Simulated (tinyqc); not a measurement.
From Si-Si peak back to Ge fraction x: composition and strain of an epitaxial Si(1-x)Ge(x) layer from Raman and X-ray peaks. Computed by tinyqc, a small Python program. Command: `OMP_NUM_THREADS=1 python tinyqc.py 3014568 3014569 out.jsonl epiraman inv`. One thread of a shared host (Intel(R) Xeon(R) Processor @ 2.30GHz), about 0.02 s of CPU time with the checks.

A (001) layer, biaxially strained in the plane. The Raman peaks follow empirical lines omega = w0 + c1 x + c3 x^3 + b eps (c3 for Si-Ge alone), with eps the in-plane strain.

Inputs (values chosen for the exercise, modelled on silicon-germanium):
```
quantity                     value      unit
degree of relaxation R        0.51         -
lattice constant of Si       5.431  angstrom
lattice constant of Ge       5.658  angstrom
bowing B                     0.026  angstrom
2 C12/C11 of Si              0.779         -
2 C12/C11 of Ge              0.754         -
Si-Si: w0                    520.4      1/cm
Si-Si: c1                    -67.6      1/cm
Si-Si: strain coefficient b   -689      1/cm
Si-Ge: w0                    400.5      1/cm
Si-Ge: c1                     24.1      1/cm
Si-Ge: c3                    -34.2      1/cm
Si-Ge: strain coefficient b   -546      1/cm
Ge-Ge: w0                    280.2      1/cm
Ge-Ge: c1                     18.7      1/cm
Ge-Ge: strain coefficient b   -459      1/cm
```

Substrate: silicon.

Method:
- Relaxed lattice constant a(x) = a_Si + (a_Ge - a_Si) x - B x (1 - x).
- In-plane constant a_par = a_sub + R (a(x) - a_sub); eps = a_par/a(x) - 1; eps_perp = -(2 C12/C11) eps with 2 C12/C11 linear in x; a_perp = a(x) (1 + eps_perp).
- Insert x and eps in the three lines; the strain part is b eps.

Problem. A run gave the result below. Find the Ge fraction x, known to lie between 0.076 and 0.24.

Si-Si peak = 512.9487 1/cm

Solution.

Each step takes the trial c = (a f_b - b f_a)/(f_b - f_a), f being the result less the target and a, b, c the logarithms of the listed values; c replaces end b, the old b replaces a if the sign of f changed, and otherwise f_a is halved.

Scan of the range:
```
Ge fraction x  Si-Si peak (1/cm)
0.0760                   516.219
0.0921                   515.335
0.1120                   514.243
0.1350                   512.982
0.1640                   511.393
0.1980                   509.534
0.2400                   507.240
```

False position (Illinois rule, in the logarithm of the input) inside the bracket:
```
step     end a     end b     trial  Si-Si peak (1/cm)
1     0.135000  0.164000  0.135545            512.952
2     0.164000  0.135545  0.135595            512.949
3     0.164000  0.135595  0.135604            512.948
4     0.135595  0.135604  0.135600            512.949
```

Si-Si peak falls at every point of a 13-point scan of the range (every second point is shown), so one value fits; it is bracketed by 0.135 and 0.164. Answer: Ge fraction x = 0.1356.

Caution: near either end one of the like-atom peaks is weak, since its intensity follows the number of such bonds.
